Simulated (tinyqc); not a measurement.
Worked calculation: tight binding, kagome lattice. One step of it, computed by the program tinyqc.

Task: Levels at K. Diagonalise the Hermitian matrix.

H(k) at K (eV), order A, B, C:
$$\begin{pmatrix}
0.000000 & -0.955000+1.654109i & -0.955000-1.654109i \\
-0.955000-1.654109i & 0.000000 & -0.955000+1.654109i \\
-0.955000+1.654109i & -0.955000-1.654109i & 0.400000
\end{pmatrix}$$

Give: eigenvalues; weights |c|^2 of the basis functions.

Result:

eigenvalues (eV): [-1.9100, -1.6497, 3.9597]

weights |c|^2 of the basis functions, order A, B, C:
$$\begin{pmatrix}
0.5000 & 0.1827 & 0.3173 \\
0.5000 & 0.1827 & 0.3173 \\
0.0000 & 0.6346 & 0.3654
\end{pmatrix}$$
